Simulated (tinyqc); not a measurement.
Two-dimensional dopant profile at a mask edge: lateral junction, overlap and effective channel length: one step, computed by the program tinyqc. Command: `OMP_NUM_THREADS=1 python tinyqc.py 3006117 3006118 out.jsonl lateral walk`. One thread of a shared host (Intel(R) Xeon(R) Processor @ 2.30GHz), about 0.01 s of CPU time with the checks.

Ions enter for y < 0; the mask (spacer, then gate) covers y > 0. x is the depth. The surface reflects dopant during the anneal.

Problem. Lateral junction at the surface. Widths s_x^2 = (vertical straggle)^2 + 2 D t, s_y^2 = (lateral straggle)^2 + 2 D t. C(x, y) = V(x) (1/2) erfc(y/(sqrt2 s_y)), V(x) = Q/(sqrt(2 pi) s_x) [exp(-(x - R_p)^2/(2 s_x^2)) + exp(-(x + R_p)^2/(2 s_x^2))]; 1 nm = 1e-7 cm. The lateral junction at depth x solves C = C_B: y_j(x) = sqrt2 s_y erfc^-1(2 C_B/V(x)). Overlap under the gate = y_j(0) - spacer; metallurgical channel L_met = L_g - 2 overlap (tails from the two sides are not added). Abruptness at y_j(0) in nm per decade = ln(10) s_y sqrt(pi/2) exp(u^2) erfc(u), u = y_j/(sqrt2 s_y). Overlap capacitance per width = 3.9 eps_0 overlap/t_ox (zero if there is no overlap).

Inputs (values chosen for the exercise, modelled on a source-drain extension in silicon): channel doping C_B = 4.6e+17 1/cm^3; gate length L_g = 92 nm; offset spacer = 3.5 nm; oxide thickness = 4.2 nm.

s_y = 5.528110 nm

V at the surface = 8.746180e+19 1/cm^3

vertical junction x_j = 26.37718 nm

Constants: eps_0 = 8.8541878128e-12 F/m.

Give: lateral junction y_j(0); ratio y_j(0)/x_j; overlap; metallurgical channel L_met; lateral abruptness; overlap capacitance.

Solution.

lateral junction y_j(0) = 14.1 nm

ratio y_j(0)/x_j = 0.536

overlap = 10.6 nm

metallurgical channel L_met = 70.7 nm

lateral abruptness = 4.43 nm/decade

overlap capacitance = 0.0875 fF/um

The two overlaps take 23 % of the gate length.
